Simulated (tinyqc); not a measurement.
## Radius from the resistance

Question. Two half-spaces of a free-electron metal (one valley, spin 2) meet through a circular opening of radius a in an insulating sheet. kF = (3 pi^2 n)^(1/3), resistivity rho = hbar kF/(n q^2 l). Maxwell: RM = rho/(2 a); Sharvin: RS = 4 rho l/(3 pi a^2); interpolation R = RS + gamma RM, gamma = (1 + 0.83 K)/(1 + 1.33 K), K = l/a. Find a.

Parameters, values chosen for the exercise: free-electron density n = 1.1e21 cm^-3; mean free path l = 7.8 nm.

Constants: q = 1.602176634e-19 C, hbar = 1.054571817e-34 J s. Results are converted to the units shown.

R = 2592.0735 ohm

Answer. R falls steadily as a grows, so there is one root, found by bisection.

a = 1.50 nm
K = 5.20

Program tinyqc, `OMP_NUM_THREADS=1 python tinyqc.py 2760018 2760019 out.jsonl`; Intel Xeon 2.30GHz, shared host, one thread, about 0.01 s.
